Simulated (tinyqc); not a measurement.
What moves the results: Shockley-Read-Hall recombination through one deep level. A value that a table varies takes the place of the one given here.

One level at Et with degeneracy 1: tn = 1/(sn vth Nt), tp = 1/(sp_ vth Nt), n1 = Nc exp((Et - Eg)/kT), p1 = Nv exp(-Et/kT), ni^2 = n1 p1. Equilibrium n0 = Nm, p0 = ni^2/Nm; n = n0 + dn, p = p0 + dn. U = (n p - ni^2)/(tp (n + n1) + tn (p + p1)), lifetime dn/U; emission rates en = sn vth n1, ep = sp_ vth p1.

Constants: kB = 8.617333262e-05 eV/K.

Values chosen for the exercise (gap and densities of states near those of GaN at this temperature; shifted at random, so the results belong to these values and not to a real crystal):
- E1 = 2.283 eV (level (+1/0) above Ev)
- E2 = 2.155 eV (level (0/-1) above Ev)
- gm = 2 (degeneracy of the middle state, the others 1)
- T = 300 K
- Eg = 3.467 eV (gap)
- Nc = 2.24e+18 1/cm^3 (conduction-band density of states)
- Nv = 4.42e+19 1/cm^3 (valence-band density of states)
- Nd = 3e+14 1/cm^3 (ionised shallow donors minus acceptors)
- Et = 2.155 eV (recombination level above Ev)
- Nt = 1.3e+13 1/cm^3 (defects)
- sn = 1.6e-15 cm^2 (electron capture cross-section)
- sp_ = 3.5e-16 cm^2 (hole capture cross-section)
- vth = 26000000 cm/s (thermal velocity, both carriers)
- Nm = 1.6e+16 1/cm^3 (equilibrium electrons for the lifetime steps)
- dn = 3.7e+12 1/cm^3 (excess pairs)

## Charge state against the Fermi level (deep level with several charge states)

Energies from Ev. The defect has charge states +1, 0, -1 with weights 1, gm exp((EF - E1)/kT), exp((2 EF - E1 - E2)/kT); the shares are the weights over their sum. Boltzmann carriers: n = Nc exp((EF - Eg)/kT), p = Nv exp(-EF/kT). Neutrality: p - n + Nd + Nt <q> = 0.

Shares:

| EF (eV) | +1 | 0 | -1 | <q> |
|---|---|---|---|---|
| 0.208 | 1.000 | 0.000 | 0.000 | 1.000 |
| 0.485 | 1.000 | 0.000 | 0.000 | 1.000 |
| 0.763 | 1.000 | 0.000 | 0.000 | 1.000 |
| 1.040 | 1.000 | 0.000 | 0.000 | 1.000 |
| 1.317 | 1.000 | 0.000 | 0.000 | 1.000 |
| 1.595 | 1.000 | 0.000 | 0.000 | 1.000 |
| 1.872 | 1.000 | 0.000 | 0.000 | 1.000 |
| 2.150 | 0.984 | 0.011 | 0.005 | 0.979 |
| 2.427 | 0.000 | 0.000 | 1.000 | -1.000 |
| 2.704 | 0.000 | 0.000 | 1.000 | -1.000 |
| 2.982 | 0.000 | 0.000 | 1.000 | -1.000 |
| 3.259 | 0.000 | 0.000 | 1.000 | -1.000 |

E2 lies below E1 (negative U = -0.128 eV), so the charge goes from +1 to -1 near (E1 + E2)/2 = 2.219 eV, two electrons at once; the middle state never exceeds a share of 0.0776.

## Defects against doping (deep level with several charge states)

Nt takes the listed multiples of |Nd|; the resistivity uses mobilities of 1000 (electrons) and 300 (holes) cm^2/(V s), chosen for the exercise, and e = 1.602176634e-19 C.

Neutral state:

| Nt/\|Nd\| | EF (eV) | n (1/cm^3) | p (1/cm^3) | rho (ohm cm) |
|---|---|---|---|---|
| 0.01 | 3.2362 | 2.97e+14 | 1.90e-35 | 21.0 |
| 0.10 | 3.2337 | 2.70e+14 | 2.10e-35 | 23.1 |
| 0.30 | 3.2272 | 2.10e+14 | 2.69e-35 | 29.7 |
| 0.60 | 3.2128 | 1.20e+14 | 4.71e-35 | 52.0 |
| 0.90 | 3.1769 | 3.00e+13 | 1.89e-34 | 208 |
| 1.10 | 2.2631 | 0.0133 | 4.24e-19 | 4.68e+17 |
| 1.50 | 2.2417 | 0.00585 | 9.68e-19 | 1.07e+18 |
| 3.00 | 2.2287 | 0.00353 | 1.60e-18 | 1.77e+18 |
| 10.00 | 2.2218 | 0.00270 | 2.09e-18 | 2.31e+18 |

EF goes from 3.236 to 2.222 eV and the resistivity from 21 to 2.31e+18 ohm cm, with a largest value of 2.31e+18 (values above about 1e13 are formal: hopping and surfaces conduct more). The largest move of EF, -0.914 eV, comes between Nt/|Nd| = 0.9 and 1.1; the levels lie at 2.283 and 2.155 eV. A defect can take up to one carrier of either sign, so the doping can be cancelled no earlier than Nt = |Nd|, there only if EF lies well beyond the level that takes the carriers and otherwise at larger Nt (mean charge -0.10 in the last row).

## Lifetime against injection

Recombination:

| dn (1/cm^3) | lifetime (microsecond) | U (1/(cm^3 s)) |
|---|---|---|
| 1.0e+11 | 8.453 | 1.18e+16 |
| 1.0e+12 | 8.453 | 1.18e+17 |
| 1.0e+13 | 8.454 | 1.18e+18 |
| 1.0e+14 | 8.465 | 1.18e+19 |
| 1.0e+15 | 8.562 | 1.17e+20 |
| 1.0e+16 | 9.164 | 1.09e+21 |
| 1.0e+17 | 10.05 | 9.95e+21 |
| 1.0e+18 | 10.27 | 9.73e+22 |

The lifetime rises from 8.453 to 10.27 microsecond; tn + tp = 10.3. At low injection it is tp (1 + n1/n0) + tn p1/n0 with n1/Nm = 1.3e-20 and p1/Nm = 1.7e-33: re-emission is negligible, so minority capture alone counts. Auger and radiative paths are left out; they cut in at the highest injections, and in a doped direct-gap crystal the radiative one counts at all injections. dn = dp neglects trapped charge, which matters where the traps hold a charge comparable with dn, at low injection and with very unequal cross sections.

## Where a level does most harm

Et takes the values listed; G = Nt en ep/(en + ep) in a depleted region; the lifetime is for dn = 1e11 1/cm^3.

Results:

| Et (eV) | lifetime (microsecond) | G (1/(cm^3 s)) |
|---|---|---|
| 0.208 | 10.1 | 2.16e-31 |
| 0.485 | 8.45 | 9.72e-27 |
| 0.763 | 8.45 | 4.55e-22 |
| 1.040 | 8.45 | 2.05e-17 |
| 1.317 | 8.45 | 9.22e-13 |
| 1.595 | 8.45 | 4.32e-08 |
| 1.872 | 8.45 | 1.86e-07 |
| 2.150 | 8.45 | 3.98e-12 |
| 2.427 | 8.45 | 8.84e-17 |
| 2.704 | 8.45 | 1.96e-21 |
| 2.982 | 8.45 | 4.20e-26 |
| 3.259 | 8.83 | 9.32e-31 |

Generation peaks where en = ep, at Eg/2 + (kT/2) ln(sp_ Nv/(sn Nc)) = 1.752 eV; the largest value listed is at 1.872 eV, and G falls by a decade for each 0.060 eV away from the peak. The lifetime is within a factor 2 of its minimum, 8.45 microsecond, from 0.208 to 3.259 eV: recombination tolerates a wide range of Et, generation a narrow one.

## What moves lifetime and leakage

G = Nt en ep/(en + ep). Each row changes one parameter from the base and keeps the others.

Results:

| case | lifetime (microsecond) | G (1/(cm^3 s)) |
|---|---|---|
| base | 8.454 | 3.28e-12 |
| Et = 2.195 eV | 8.454 | 6.98e-13 |
| sn = 3.2e-15 cm^2 | 8.453 | 3.28e-12 |
| sp_ = 7e-16 cm^2 | 4.227 | 6.56e-12 |
| Nt = 6.5e+12 1/cm^3 | 16.91 | 1.64e-12 |
| Nm = 4.8e+16 1/cm^3 | 8.453 | 3.28e-12 |
| dn = 1.11e+13 1/cm^3 | 8.454 | 3.28e-12 |

The largest shifts from the base row, up to three for each result and ties (the steps differ in size, so this ranks the rows, not the parameters). lifetime (microsecond): Nt +8.45, sp_ -4.23, Nm -0.000285; unchanged at the printed digits by Et and dn. G (1/(cm^3 s)): sp_ +3.28e-12, Et -2.58e-12, Nt -1.64e-12; unchanged at the printed digits by sn, Nm and dn.

Run: tinyqc, `OMP_NUM_THREADS=1 python tinyqc.py 1650453 1650454 out.jsonl`; Intel(R) Xeon(R) Processor @ 2.30GHz, one thread, shared host; about 0.01 s of CPU time with all checks.
